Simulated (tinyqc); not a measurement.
MOS structure on a p-type body, non-linear Poisson equation by Newton steps: course of the Newton iteration.

One dimension, insulator interface at x = 0, acceptor density Na, uniform, net doping C = -(acceptor density). psi is counted from the intrinsic level: n = ni exp((psi - Vb)/Vt), p = ni exp(-psi/Vt); deep in the body psi_b = -Vt ln(Na/ni). The gate acts through Cox = eps0 eox/tox and has the potential psi_G = Vg - (phiM - chi - Vt ln(Nc/ni)). Boltzmann statistics, full ionisation, classical densities, no oxide or interface charge.

a_i = eps0 eps_r/h_i for the interval from node i to i + 1, with h_i = x_(i+1) - x_i in cm.

Start: A straight line in x from psi_G at node 0 to psi_b at the last node.

n_i = ni exp((psi_i - Vb)/Vt), p_i = ni exp(-psi_i/Vt), rho_i = p_i - n_i + C_i, g_i = (n_i + p_i)/Vt. Box widths w_i = (h_(i-1) + h_i)/2 in cm. Residual F_i = a_i (psi_(i+1) - psi_i) - a_(i-1) (psi_i - psi_(i-1)) + q rho_i w_i; Jacobian: a_(i-1) and a_i beside the diagonal, b_i = -a_(i-1) - a_i - q g_i w_i on it. Node 0 is free: w_0 = h_0/2, F_0 = a_0 (psi_1 - psi_0) + Cox (psi_G - psi_0) + q rho_0 w_0, b_0 = -a_0 - Cox - q g_0 w_0, with Cox = eps0 eox/tox, psi_G = Vg - (phiM - chi - Vt ln(Nc/ni)). The last node is fixed.

Solve the tridiagonal system a_(i-1) d_(i-1) + b_i d_i + a_i d_(i+1) = -F_i for nodes 0 to 12, with d = 0 on fixed nodes. Each component d is damped to sign(d) Vt ln(1 + |d|/Vt) before it is added.

Stop when the largest undamped |d| is below 1e-9 V, or after 80 iterations.

Inputs (values chosen for the exercise); band and dielectric values those of a made-up semiconductor: temperature T = 300 K; band gap Eg = 1.42 eV; relative permittivity eps_r = 11.5; conduction-band density of states at T Nc = 3.62e19 cm^-3; valence-band density of states at T Nv = 3.02e19 cm^-3; electron affinity chi = 4.77 eV; acceptor density deep in the body Na = 1.7e18 cm^-3; relative permittivity of the gate insulator (close to silicon dioxide) eox = 3.9; insulator thickness tox = 12 nm; gate work function phiM = 5.16 eV; electron quasi-Fermi potential against the body Vb = 0 V; gate voltage against the body Vg = 3.85 V.

Constants: q = 1.602176634e-19 C, kB = 1.380649e-23 J/K, Vt = kB T/q, eps0 = 8.8541878128e-14 F/cm where lengths are in cm. Results are converted to the units shown.

```
node  x (nm)  net doping C (cm^-3)
0          0               -1.7e18
1        0.5               -1.7e18
2       1.18               -1.7e18
3       2.09               -1.7e18
4       3.33               -1.7e18
5          5               -1.7e18
6       7.27               -1.7e18
7       10.3               -1.7e18
8       14.5               -1.7e18
9       20.1               -1.7e18
10      27.7               -1.7e18
11      37.9               -1.7e18
12      51.8               -1.7e18
13      70.6               -1.7e18
```

ni = 3.90735e7 cm^-3

Course of the iteration:
```
iteration  largest |F| (C/cm^2)  largest |d| (V)  at node
1                       1.94e51           0.0403       12
2                       9.68e50           0.0590       12
3                       4.84e50            0.109       12
4                       2.42e50            0.205       12
5                       1.21e50            0.239       12
6                       6.05e49            0.200       12
7                       3.02e49            0.156       12
8                       1.51e49            0.116       12
9                       7.56e48           0.0820       12
...                         ...              ...      ...
72                      8.20e29           0.0259       10
73                      4.10e29           0.0259       10
74                      2.05e29           0.0259       10
75                      1.02e29           0.0259       10
76                      5.12e28           0.0259       10
77                      2.56e28           0.0259       10
78                      1.28e28           0.0259       10
79                      6.40e27           0.0259       10
80                      3.20e27           0.0259       10
```

Did this iteration meet its convergence test, and what does its course show?

No. Not converged within 80 iterations. Over the last steps the residual has levelled off at one value (counting the largest step as the residual). A rerun with the same steps from the parabola start converges in 6 iterations.

Range of the model: On a fine mesh the surface electron density exceeds 0.3 Nc, so degeneracy and confinement would lower the charge and push it away from the interface.

Computed by the program tinyqc: `OMP_NUM_THREADS=1 python tinyqc.py 2080054 2080055 out.jsonl`, one thread of a shared Intel Xeon 2.30GHz, about 0.5 s for the whole run.
